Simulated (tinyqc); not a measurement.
Inside a calculation. Model: admittance spectroscopy of a deep trap.

Computed by the program tinyqc: `OMP_NUM_THREADS=1 python tinyqc.py 2050075 2050076 out.jsonl`, one thread of a shared Intel Xeon 2.30GHz, about 0.01 s for the whole run. Printed values are rounded.

Schottky contact on an n-type layer with shallow donors Nd (all ionised) and a donor-like deep trap, neutral when filled and positive when empty; depletion approximation. Traps within lam of the depletion edge stay filled. The traps at xt = W - lam, where the level crosses the Fermi level, follow a slow signal and not a fast one. w = 2 pi f.

Inputs (values chosen for the exercise); material values close to those of silicon:

| symbol | value | unit | meaning |
|---|---|---|---|
| eps_r | 11.5 |  | relative permittivity |
| Nc | 2.85e19 | cm^-3 | conduction-band density of states at 300 K |
| vth | 2.2e7 | cm/s | thermal velocity at 300 K |
| Nd | 8.5e16 | cm^-3 | shallow donor density |
| Vbi | 0.83 | V | built-in voltage |
| Et | 0.23 | eV | depth of the trap below the conduction edge |
| sn | 2.1e-14 | cm^2 | capture cross-section |
| Nt | 1.3e16 | cm^-3 | trap density |
| Vr | 0.2 | V | reverse bias |
| f | 28000 | Hz | signal frequency |
| T | 158 | K | temperature |

Constants: q = 1.602176634e-19 C, kB = 1.380649e-23 J/K, eps0 = 8.8541878128e-14 F/cm where lengths are in cm. Results are converted to the units shown.

## Widths and limiting capacitances

lam = sqrt(2 eps0 eps_r (EF - ET)/(q Nd)), EF - ET = Et - (kB T/q) ln(Nc(T)/Nd), Nc(T) = Nc (T/300 K)^1.5. In the steady state at the band bending V, 2 eps0 eps_r V/q = Nd W^2 + Nt (W - lam)^2 (the second term only if W > lam). V = Vbi + Vr. C_HF = eps0 eps_r/W, C_LF = eps0 eps_r (Nd + Nt)/(Nd W + Nt xt).

lam = 49.5098 nm
W = 120.923 nm
xt = 71.4128 nm
C_HF = 84.2052 nF/cm^2
C_LF = 89.0413 nF/cm^2

The step is 5.74 % of C_HF.

## Admittance at the signal frequency

Emission rate en = sn vth(T) Nc(T) exp(-Et/kB T) = sn g T^2 exp(-Et/kB T), g = vth Nc/(300 K)^2, as vth goes as T^0.5 and Nc as T^1.5 (degeneracy factor 1). Inflection frequency w0 = 2 en [1 + Nt xt/(Nd W)]; C = C_HF + (C_LF - C_HF)/(1 + (w/w0)^2), G/w = (C_LF - C_HF)(w/w0)/(1 + (w/w0)^2).

en = 1.68334e5 1/s
w0/(2 pi) = 58422.1 Hz
C = 88.1379 nF/cm^2
G/w = 1.88484 nF/cm^2

The signal is slower than the trap, which mostly follows it.
